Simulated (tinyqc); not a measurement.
# Worked calculation: IGBT as a p-i-n diode in series with a MOS channel, on-state and switching loss

Numbers from tinyqc (`OMP_NUM_THREADS=1 python tinyqc.py 2590038 2590039 out.jsonl`; about 0.01 s on one thread of a shared Intel Xeon 2.30GHz). Printed values are rounded.

High injection (n = p) in a drift layer from x = -W/2 (anode) to +W/2 (cathode side), recombination only in the layer with lifetime tau, ideal emitters. The channel feeds the cathode side and carries the whole current. Auger recombination, carrier-carrier scattering, emitter losses and the carrier dip under the p body are left out.

Inputs (values chosen for the exercise); material values close to those of silicon: temperature T = 300 K; band gap Eg = 1.13 eV; conduction-band density of states at T Nc = 2.82e19 cm^-3; valence-band density of states at T Nv = 2.64e19 cm^-3; electron mobility mn = 1400 cm^2/(V s); hole mobility mp = 480 cm^2/(V s); width of the drift layer W = 110 um; doping of the drift layer Nd = 7.2e13 cm^-3; high-injection lifetime tau = 1.9 us; current density J = 250 A/cm^2; channel and accumulation resistance Rch = 2.1 mohm cm^2; link voltage Vdc = 600 V; turn-off energy per stored charge and link voltage ks = 0.13; switching frequency f = 10 kHz.

Constants: q = 1.602176634e-19 C, kB = 1.380649e-23 J/K, Vt = kB T/q. Results are converted to the units shown.

## Ambipolar length

b = mn/mp, B = (b - 1)/(b + 1), La = sqrt(2 Vt mn mp tau/(mn + mp)), y = W/(2 La).

b = 2.91667
B = 0.489362
La = 59.2577 um
y = 0.928150

## Carrier profile

| point | 2 x/W |
|---|---|
| 0 | -1 |
| 1 | -0.75 |
| 2 | -0.5 |
| 3 | -0.25 |
| 4 | 0 |
| 5 | 0.25 |
| 6 | 0.5 |
| 7 | 0.75 |
| 8 | 1 |

n(x) = (tau J/(2 q La))[cosh(x/La)/sinh y - B sinh(x/La)/cosh y]. x/La = (2 x/W) y.

| point | n (cm^-3) |
|---|---|
| 0 | 4.32135e17 |
| 1 | 3.56593e17 |
| 2 | 3.00336e17 |
| 3 | 2.60322e17 |
| 4 | 2.34387e17 |
| 5 | 2.21129e17 |
| 6 | 2.19831e17 |
| 7 | 2.30421e17 |
| 8 | 2.53474e17 |

The density is 1.70 times higher at the anode than at the cathode side, since holes are the slower carriers; its smallest listed value is 3050 times Nd.

## On-state voltage

n(x) = (tau J/(2 q La))[cosh(x/La)/sinh y - B sinh(x/La)/cosh y]. Vm = Vt [(8 b/(b + 1)^2)(sinh y/s) arctan(s sinh y) + B ln((1 + B tanh^2 y)/(1 - B tanh^2 y))], s = sqrt(1 - B^2 tanh^2 y); Vj = Vt ln(n(-W/2) n(W/2)/ni^2), ni = sqrt(Nc Nv) exp(-Eg/(2 Vt)), Eg in volts; Vc = J Rch; Von = Vm + Vj + Vc.

Vm = 0.0419671 V
Vj = 0.901877 V
Vc = 0.525 V
Von = 1.46884 V

Vm does not depend on J, since the carrier density grows with it. Junctions, layer and channel take 61, 2.9 and 36 % of Von.

## Stored charge, losses and the unipolar alternative

Stored charge tau J, turn-off energy Eoff = ks tau J Vdc, loss at half duty 0.5 J Von + f Eoff. A unipolar device on the same layer has Vu = J (W/(q mn Nd) + Rch).

stored charge = 475 uC/cm^2
Eoff = 37.05 mJ/cm^2
conduction loss = 183.605 W/cm^2
switching loss = 370.5 W/cm^2
Vu = 170.804 V

Both losses would be equal at f = 4.96 kHz.
